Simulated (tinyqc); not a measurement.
# Changing the bath temperature T2

Model: precursor delivery by bubblers, mass-transport growth and the solid composition of a III-V alloy. Computed by tinyqc, a small Python program. Command: `OMP_NUM_THREADS=1 python tinyqc.py 3026590 3026591 out.jsonl movpe_thermo sweep`. One thread of a shared host (Intel(R) Xeon(R) Processor @ 2.30GHz), about 0.02 s of CPU time with the checks.

1 sccm = 44.615 micromol/min; 1 torr = 133.322 Pa. The sources decompose fully at the surface.

Inputs (values chosen for the exercise, modelled on triethylgallium (source 1) and trimethylindium (source 2) for the vapour pressures):
```
quantity,value,unit
bath temperature T1,282,K
bubbler pressure p_b,1400,torr
carrier flow F1,28,sccm
carrier flow F2,160,sccm
total flow F_t,7.1,slm
group-V flow F_V,250,sccm
reactor pressure p,200,torr
growth temperature T,820,K
diffusivity at 273 K and 760 torr,0.4,cm^2/s
flow cross-section A,22,cm^2
distance from the leading edge z,4.6,cm
lattice constant a,5.58,angstrom
interaction L0 of the solid,9.22,kJ/mol
vapour fraction x_v of D among the group-V sources,0.4,-
exchange energy dG_x of AC + (1/2) D2 -> AD + (1/2) C2,-19,kJ/mol
```

Alloy: mixing on the group-V sites.

constants a, b of source 1 (log10 torr, K): [8.053, 2162]

constants a, b of source 2 (log10 torr, K): [10.54, 3014]

Constants: k_B = 1.380649e-23 J/K; R = 8.314462618 J/(mol K).

Method:
- log10 p_v = a - b/T_bath; molar flow = F x 44.615 x p_v/(p_b - p_v) for a saturated bubbler.
- p_i = p n_i/(44615 F_t), F_t in slm; p_V = p F_V/(1000 F_t), counted per molecule supplied; V/III = 44.615 F_V/(n1 + n2); vapour fraction of source 2 = n2/(n1 + n2).
- Mean velocity u = (F_t/A)(760/p)(T/273); D = D0 (T/273)^1.75 (760/p); boundary layer delta = sqrt(pi D z/u); flux = D dp/(delta k_B T); growth rate = flux x a^3/4.
- At high V/III the group-V pressures at the surface equal those supplied, as dimers: p_D2/p_C2 = x_v/(1 - x_v). Equilibrium of the solid AC(1-x)D(x), A standing for the mix of both group-III metals: ln[x/(1 - x)] + L0 (1 - 2x)/(R T) = -dG_x/(R T) + (1/2) ln[x_v/(1 - x_v)]. Growth rate = rate per torr x (p_1 + p_2). Sensitivity dx/dx_v = [1/(2 x_v (1 - x_v))]/[1/(x (1 - x)) - 2 L0/(R T)].

One run for each value:
```
bath temperature T2 (K),vapour pressure 2 (torr),molar flow 2 (micromol/min),vapour fraction of source 2,solid fraction x
281,0.652,3.324,0.60442,0.97980
286,1.004,5.121,0.70181,0.97980
291,1.523,7.772,0.78130,0.97980
296,2.278,11.634,0.84246,0.97980
301,3.363,17.188,0.88764,0.97980
306,4.901,25.080,0.92017,0.97980
311,7.058,36.170,0.94326,0.97980
316,10.047,51.597,0.95954,0.97980
```

Over the rows, vapour pressure 2 (torr) rises from 0.652 to 10.0 (exponent d ln y / d ln x 24 between the first rows and 22 between the last); molar flow 2 (micromol/min) rises from 3.32 to 51.6 (exponent d ln y / d ln x 24 between the first rows and 22 between the last); vapour fraction of source 2 rises from 0.604 to 0.960 (exponent d ln y / d ln x 8.5 between the first rows and 1.1 between the last).

Caution (all rows): the boundary layer is a quarter or more of the root of the cross-section, so it fills much of the channel and depletion along the flow matters.

Extremes, crossings and ranges named in words are read from the listed rows.
